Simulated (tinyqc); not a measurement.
Changing the temperature T: oxide trap near a transistor channel: two-state multiphonon kinetics, telegraph noise and bias instability. Computed by tinyqc, a small Python program. Command: `OMP_NUM_THREADS=1 python tinyqc.py 3018506 3018507 out.jsonl oxidetrap sweep`. One thread of a shared host (Intel(R) Xeon(R) Processor @ 2.30GHz), about 0.01 s of CPU time with the checks.

An n-channel device under positive gate bias. The trap is empty (state 1) or holds an electron (state 2); both states are parabolas of equal curvature, and the electron reservoir is taken at the Fermi level of the channel.

Inputs (values chosen for the exercise, with an insulator like SiO2 on silicon):
```
quantity                                value   unit
insulator constant eps_ox                3.82      -
insulator thickness t_ox                  1.8     nm
trap depth x from the interface          0.56     nm
tunnel barrier phi_b                     3.05     eV
tunnelling mass m_ox                     0.43    m_0
trap level above E_F at zero field E_t   0.23     eV
relaxation energy E_R                     2.8     eV
oxide field F                             3.5  MV/cm
attempt rate k_0 at the interface       2e+12    1/s
channel width W                            18     nm
channel length L                           90     nm
frequency f                               100     Hz
```

Parts treated: one trap.

Constants: hbar^2/(2 m_0) = 3.80998212 eV angstrom^2; k_B = 8.617333262e-05 eV/K; e = 1.602176634e-19 C; eps_0 = 8.8541878128e-12 F/m.

Method:
- kappa = sqrt(2 m_ox phi_b)/hbar = sqrt(m_ox phi_b/(hbar^2/2m_0)); attenuation length lambda = 1/(2 kappa); factor exp(-x/lambda) for a rectangular barrier.
- E_21 = E_t - e F x is the energy of state 2 over state 1; barriers E_c = (E_R + E_21)^2/(4 E_R), E_e = E_c - E_21; tau_c = exp(E_c/k_B T)/(k_0 P), tau_e = exp(E_e/k_B T)/(k_0 P), P the tunnelling factor; occupation f_2 = tau_e/(tau_c + tau_e); 1/tau_0 = 1/tau_c + 1/tau_e.
- Charge-sheet step dV = e (t_ox - x)/(eps_ox eps_0 W L); Lorentzian spectrum S(f) = 4 dV^2 tau_0^2/((tau_c + tau_e)(1 + (2 pi f tau_0)^2)); corner 1/(2 pi tau_0); variance dV^2 f_2 (1 - f_2) = dV^2 tau_0/(tau_c + tau_e).

One run for each value:
```
temperature T (K)  capture time tau_c (s)  emission time tau_e (s)  corner frequency (Hz)  occupation f_2
200                            4.1974e+08               5.8374e+07             3.1056e-09         0.12209
280                            2.8845e+03               7.0485e+02             2.8098e-04         0.19637
320                            7.0252e+01               2.0473e+01             1.0039e-02         0.22566
360                            3.9065e+00               1.3056e+00             1.6265e-01         0.25049
400                            3.8715e-01               1.4438e-01             1.5134e+00         0.27163
440                            5.8413e-02               2.3827e-02             9.4042e+00         0.28973
480                            1.2079e-02               5.3094e-03             4.3152e+01         0.30534
```

Give the missing row, temperature T (K) = 240.

Computed row:
```
temperature T (K)  capture time tau_c (s)  emission time tau_e (s)  corner frequency (Hz)  occupation f_2
240                            4.0859e+05               7.8943e+04             2.4056e-06         0.16193
```

Interpolating between the two neighbouring rows (linearly) misses most in capture time tau_c (s), by a factor of 510. Over the rows, capture time tau_c (s) falls from 4.20e8 to 0.0121 (exponent d ln y / d ln x -38 between the first rows and -18 between the last); emission time tau_e (s) falls from 5.84e7 to 0.00531 (exponent d ln y / d ln x -36 between the first rows and -17 between the last); corner frequency (Hz) rises from 3.11e-9 to 43.2 (exponent d ln y / d ln x 36 between the first rows and 18 between the last). Arrhenius slopes give 0.717 eV for capture and 0.683 eV for emission; elastic tunnelling alone would leave only their difference E_21.

Caution (rows 200, 240): at this temperature nuclear tunnelling through such barriers shortens the times below these classical values.
